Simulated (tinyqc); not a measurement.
From results back to parameters: dielectric confinement in a thin film (image charges). Three cases, with inputs chosen for the exercise.

Problem. The self-energy at the centre was computed from a hidden eh.

A film |z| < t/2 of dielectric constant eps between half-spaces of dielectric constant e2; lam = (eps - e2)/(eps + e2), q = e^2/(4 pi eps0). The self-energy of a band edge is taken with the high-frequency value, e2 = eh, and the field of a fixed ion with the static one, e2 = eo. A charge at z has images lam^|n| at n t + (-1)^n z. Its self-energy is S(z) = (q/2 eps) sum over n >= 1 of lam^n [1/(n t - 2z) + 1/(n t + 2z)] for odd n and 2 lam^n/(n t) for even n; at the centre S(0) = -(q/(eps t)) ln(1 - lam).

Constants: e^2/(4 pi eps0) = 14.39964547 eV angstrom.

Find: lam; eh.

Method. lam = 1 - exp(-S(0) eps t/q), and eh = eps (1 - lam)/(1 + lam).

Case 1.

Values chosen: t = 52 angstrom (film thickness); eps = 11.4 (dielectric constant of the film).
S(0) = 28.3622 meV

Solution.

lam = 0.6889
eh = 2.1

Case 2.

Values chosen: t = 42 angstrom (film thickness); eps = 11.8 (dielectric constant of the film).
S(0) = 24.7476 meV

Solution.

lam = 0.5733
eh = 3.2

Case 3.

Values chosen: t = 44 angstrom (film thickness); eps = 11.4 (dielectric constant of the film).
S(0) = 33.5189 meV

Solution.

lam = 0.6889
eh = 2.1

Computed by tinyqc, one run a case: `OMP_NUM_THREADS=1 python tinyqc.py N N+1 out.jsonl` with N = 1281488, 1281528, 1281557; one thread of a shared Intel(R) Xeon(R) Processor @ 2.30GHz, about 0.07 s a run at most.
